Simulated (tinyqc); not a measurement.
Worked calculation: Froehlich polaron in a polar crystal. Computed by tinyqc, a small Python program that keeps every step. Command: `OMP_NUM_THREADS=1 python tinyqc.py 3026615 3026616 out.jsonl frohlich walk`. One thread of a shared host (Intel(R) Xeon(R) Processor @ 2.30GHz), about 0.04 s of CPU time with the checks. Intermediate numbers are printed to about 7 digits and carried at full precision; extremes and crossings named in words are read from the listed rows.

One electron in a parabolic band of mass m*, coupled to dispersionless LO phonons in the continuum model. Energies are in units of hbar omega unless marked, wave numbers in k_0 = sqrt(2 m* omega/hbar).

Inputs (values chosen for the exercise, modelled on cadmium telluride):

| quantity | value | unit |
|---|---|---|
| band mass m* | 0.0888 | m_0 |
| LO phonon energy hbar omega | 21.3 | meV |
| eps_inf | 6.91 | - |
| static dielectric constant eps_s | 9.9 | - |
| temperature T | 150 | K |
| electron wave number k/k_0 | 0.68 | - |
| trial v | 5.9 | - |
| trial w | 2.1 | - |

Constants: hbar^2/(2 m_0) = 3.80998212 eV angstrom^2; e^2/(4 pi eps_0) = 14.39964548 eV angstrom; k_B = 8.617333262e-05 eV/K; hbar = 6.582119569e-16 eV s; e = 1.602176634e-19 C; m_0 = 9.1093837015e-31 kg.

## Coupling constant and length scale

1/eps* = 1/eps_inf - 1/eps_s; k_0 = sqrt(2 m* omega/hbar) = sqrt(m* hbar omega / (hbar^2/(2 m_0))) with m* in m_0; alpha = (e^2/(4 pi eps_0)) k_0/(2 eps* hbar omega); polaron length 1/k_0.

eps* = 22.87926

k_0 = 0.02228101 1/angstrom

coupling constant alpha = 0.3291812

polaron length 1/k_0 = 44.88127 angstrom

Weak coupling: perturbation theory should serve.

## Second-order perturbation theory

At T = 0 and k < k_0: E(k) = (k/k_0)^2 - alpha arcsin(k/k_0)/(k/k_0); so E(0) = -alpha, 1/m_p = (1 - alpha/6)/m*, and the mean number of phonons in the cloud at k = 0 is alpha/2. The Lee-Low-Pines variational state gives the same E(0) and m_p = m* (1 + alpha/6).

energy shift at k = 0 = -7.011559 meV

E(k) = 0.1004156 hbar omega

m*/m_p, second order = 0.9451365

m_p/m*, Lee-Low-Pines = 1.054864

phonons in the cloud = 0.1645906

## Strong-coupling trial states

Landau-Pekar: the lattice follows the mean electron density. A Gaussian state exp(-b^2 r^2/2) gives E(b) = (3/2) b^2 - alpha b sqrt(2/pi) (b in k_0), minimised at b = alpha sqrt(2/pi)/3 to E = -alpha^2/(3 pi); a state exp(-b r) gives E(b) = b^2 - (5/8) alpha b, minimised at b = 5 alpha/16 to E = -25 alpha^2/256.

best b, Gaussian = 0.08754952 k_0

E, Gaussian = -0.01149738 hbar omega

best b, exponential = 0.1028691 k_0

E, exponential = -0.01058205 hbar omega

The Gaussian bound lies below -alpha only for alpha > 3 pi = 9.42; here it lies above, so the self-trapped state is the poorer bound.

## Feynman's energy at a trial point

Feynman's bound: E(v, w) = 3 (v - w)^2/(4 v) - (alpha v/sqrt(pi)) int_0^infinity e^-u D(u)^(-1/2) du, D = w^2 u + ((v^2 - w^2)/v)(1 - e^(-v u)); integrals by 80 Gauss-Legendre points in s from 0 to 1 with u = 40 s^2.

first term = 1.835593 hbar omega

E(v, w) = 1.368846 hbar omega

## Feynman's variational polaron

Minimise over v > w > 0 (simplex search); mass m_p/m* = 1 + (alpha v^3/(3 sqrt(pi))) int u^2 e^-u D^(-3/2) du.

best v = 3.03

best w = 2.96

E, Feynman = -0.3305421 hbar omega

polaron energy, Feynman = -7.040547 meV

m_p/m*, Feynman = 1.058

The bound lies 0.4 % below -alpha, and the mass is 1.00 times the Lee-Low-Pines value.

## Mobility at low temperature

Scattering by absorption of an LO phonon: 1/tau = 2 alpha omega n, n = 1/(exp(hbar omega/(k_B T)) - 1); mu = e tau/m*, the weak-coupling result for k_B T well below hbar omega.

phonon occupation n = 0.2383362

lifetime tau = 196.9387 fs

mobility = 3900.673 cm^2/(V s)

Caution: this mobility formula holds for weak coupling and k_B T well below hbar omega, and it leaves out all other scattering.

## All approximations against the coupling

Other columns: second order -alpha; Landau-Pekar Gaussian -alpha^2/(3 pi); Lee-Low-Pines mass 1 + alpha/6. The polaron energy in meV uses the given hbar omega.

Energies (hbar omega) and masses (m*):

| alpha | second order | Gaussian | Feynman | Feynman (meV) | mass, LLP | mass, Feynman | v | w |
|---|---|---|---|---|---|---|---|---|
| 0.082 | -0.082 | -7.134386e-04 | -0.08208336 | -1.748376 | 1.013667 | 1.014 | 3.01 | 2.99 |
| 0.16 | -0.16 | -0.002716244 | -0.1603187 | -3.414788 | 1.026667 | 1.027 | 3.02 | 2.98 |
| 0.33 | -0.33 | -0.01155465 | -0.3313678 | -7.058134 | 1.055 | 1.058 | 3.03 | 2.96 |
| 0.53 | -0.53 | -0.02980442 | -0.5335662 | -11.36496 | 1.088333 | 1.096 | 3.06 | 2.93 |
| 3.7 | -3.7 | -1.452554 | -3.914035 | -83.36896 | 1.616667 | 2.33 | 3.58 | 2.43 |
| 6.7 | -6.7 | -4.762977 | -7.675171 | -163.4811 | 2.116667 | 11.36 | 5.4 | 1.68 |
| 9.7 | -9.7 | -9.983259 | -12.86648 | -274.0561 | 2.616667 | 94.97 | 11.7 | 1.23 |
| 13 | -13 | -17.93146 | -20.79068 | -442.8415 | 3.166667 | 412.8 | 22.2 | 1.11 |

All three energies are upper bounds (-alpha through the Lee-Low-Pines state), and the Feynman value is the lowest in every row. It lies within 5 % of -alpha up to alpha = 0.53; at alpha = 13 it is 1.16 times the Gaussian value, whose alpha^2 law it approaches with a constant shift of about -3 ln 2 - 3/4 = -2.83 (here -2.86). The mass stays within 10 % of 1 + alpha/6 up to alpha = 0.53 and reaches 413 m* in the last row; w falls from 2.99 towards 1 while v grows to 22.2.

Checks made by the program: second-order shift against the integral -(2 alpha/pi) int dq/(1 + q^2) (relative difference below 1e-10); v = w reduces the bound to -alpha (relative difference 1e-10).
